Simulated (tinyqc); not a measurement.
## CMOS inverter, nodal equation and switching: effect of the temperature

An n-channel pull-down (bn, VTn) and a p-channel pull-up (bp, VTp) share the input Vin and the output node Vout, which carries the load C. Transistor (EKV form, voltages against the body): I = 2 n b Vt^2 [F(vp - Vs) - F(vp - Vd)] from drain to source, F(v) = ln^2(1 + exp(v/(2 Vt))), vp = (Vg - VT + sg |Vd - Vs|)/n. n-channel bodies are at 0; for the p-channel device all voltages are counted down from Vdd. b in uA/V^2 gives I in uA. Static: In = Ip. Transient: C dVout/dt = Ip - In. No velocity saturation, no gate capacitance beyond C.

VM solves In = Ip with Vin = Vout; VIL and VIH are the inputs of gain -1, NML = VIL - Vout(VIH), NMH = Vout(VIL) - VIH. For a step input the delay to Vdd/2 is tHL = C times the integral of dV/(In - Ip) from Vdd/2 to Vdd at Vin = Vdd, and tLH likewise with Ip - In from 0 to Vdd/2 at Vin = 0. Thresholds, gain factors and n are held fixed.

Values chosen for this exercise:
```
symbol  value    unit                                  meaning
Vdd       0.8       V                           supply voltage
n        1.41                                     slope factor
sg      0.097                   drain-induced barrier lowering
VTn      0.37       V                      n-channel threshold
VTp      0.27       V          p-channel threshold (magnitude)
bn        640  uA/V^2  gain factor of the pull-down transistor
bp        640  uA/V^2    gain factor of the pull-up transistor
C         3.4      fF                         load capacitance
```

Constants: q = 1.602176634e-19 C, kB = 1.380649e-23 J/K, Vt = kB T/q. Results are converted to the units shown.

Result of one run:
```
VM (V)	gain at VM	NML (V)	NMH (V)	tHL (ps)	tLH (ps)
0.4456	-10.30	0.3446	0.2446	25.17	17.36
```

Which temperature T gave this result: 250, 340, 370 or 400 K?

T = 340 K.

The whole series:
```
T (K)	VM (V)	gain at VM	NML (V)	NMH (V)	tHL (ps)	tLH (ps)
220	0.4456	-10.31	0.3569	0.2569	25.18	17.34
250	0.4456	-10.31	0.3541	0.2541	25.18	17.35
280	0.4456	-10.31	0.3511	0.2511	25.18	17.35
310	0.4456	-10.31	0.3479	0.2479	25.17	17.35
340	0.4456	-10.30	0.3446	0.2446	25.17	17.36
370	0.4456	-10.30	0.3412	0.2412	25.15	17.36
400	0.4456	-10.28	0.3377	0.2377	25.13	17.36
430	0.4456	-10.26	0.3341	0.2341	25.11	17.36
```

As T goes from 220 to 430 K, VM stays near 0.446 V, the size of the gain stays near 10.3, tHL stays near 25.2 ps and tLH stays near 17.4 ps. The smaller margin is largest, 0.257 V, at T = 220 K among the rows. In every row the overdrive passes 0.5 V, where velocity saturation, left out here, would lengthen the delays of short devices.

Computed by the program tinyqc: `OMP_NUM_THREADS=1 python tinyqc.py 2340140 2340141 out.jsonl`, one thread of a shared Intel Xeon 2.30GHz, about 0.05 s for the whole run.
